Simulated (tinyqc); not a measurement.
From results back to parameters: deformation-potential model of the Delta valleys of a conduction band. Three cases, with inputs chosen for the exercise.

Problem. An ellipsoidal valley with ml > mt has the density-of-states mass m_d = (ml mt^2)^(1/3) and, averaged over equivalent valleys, the conductivity mass m_c = 3/(1/ml + 2/mt).

Find: K = ml/mt; mt; ml.

Method. With K = ml/mt, m_d/m_c = K^(1/3) (2 + 1/K)/3, which rises steadily for K > 1 and so fixes K; then mt = m_d K^(-1/3) and ml = K mt.

Case 1.

m_d = 0.3219900 m0
m_c = 0.2623140 m0

Solution.

K = ml/mt = 4.572
mt = 0.194 m0
ml = 0.887 m0

Case 2.

m_d = 0.3105939 m0
m_c = 0.2500102 m0

Solution.

K = ml/mt = 4.810
mt = 0.184 m0
ml = 0.885 m0

Case 3.

m_d = 0.3329438 m0
m_c = 0.2677661 m0

Solution.

K = ml/mt = 4.827
mt = 0.197 m0
ml = 0.951 m0

Computed by tinyqc, one run a case: `OMP_NUM_THREADS=1 python tinyqc.py N N+1 out.jsonl` with N = 1051534, 1051549, 1051557; one thread of a shared Intel(R) Xeon(R) Processor @ 2.30GHz, about 0.03 s a run at most.
